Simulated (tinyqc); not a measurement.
n-type polysilicon, carrier trapping at grain boundaries: one step of the calculation.

One-dimensional grains of size Lg, uniform ionised doping N, monovalent traps Qt at each boundary at a depth Et below (for electrons) or above (for holes) the band edge there, abrupt depletion of width W on each side of a boundary, Boltzmann statistics. xi is the distance from the band edge at the grain centre to the Fermi level. Trapped charge Qt/(1 + exp((xi + VB - Et)/Vt)) = 2 N W, barrier VB = q N W^2/(2 eps0 eps_r).

Question. Resistivity and effective mobility. n0 = NB exp(-xi/Vt); mean density n0 (1 - 2 W/Lg) by charge balance in a partly depleted grain, and n0 (sqrt(pi)/2) erf(u)/u with u = sqrt(VB/Vt) in a fully depleted one; v = sqrt(kB T/(2 pi ms m0)); barrier resistivity Vt exp(VB/Vt)/(q fe n0 v Lg); grain resistivity (1 - 2 W/Lg)/(q n0 mug); effective mobility 1/(q mean density total resistivity).

Values chosen for this exercise; values of the order met in polycrystalline silicon:
- T = 300 K (temperature)
- NB = 2.8e19 cm^-3 (conduction-band density of states at T)
- Lg = 300 nm (grain size)
- ms = 0.59 m0 (mass for thermionic emission)
- fe = 0.5 (correction factor of the emission rate)
- mug = 140 cm^2/(V s) (mobility inside the grains)

Constants: q = 1.602176634e-19 C, kB = 1.380649e-23 J/K, m0 = 9.1093837015e-31 kg, Vt = kB T/q. Results are converted to the units shown.

W = 21.743169 nm
xi = 0.10796246 V
VB = 0.15720269 V

Give: n0; mean density; v; barrier resistivity; grain resistivity; resistivity; effective mobility.

Answer.

n0 = 4.300e17 cm^-3
mean density = 3.677e17 cm^-3
v = 3.502e6 cm/s
barrier resistivity = 3.124 ohm cm
grain resistivity = 0.08865 ohm cm
resistivity = 3.213 ohm cm
effective mobility = 5.283 cm^2/(V s)

The resistivity is 31.0 times that of a single crystal with the same N and mobility mug, and the mean density is 85.5 % of N.

tinyqc, about 0.01 s, one thread, Intel Xeon 2.30GHz (shared host): `OMP_NUM_THREADS=1 python tinyqc.py 2830025 2830026 out.jsonl`
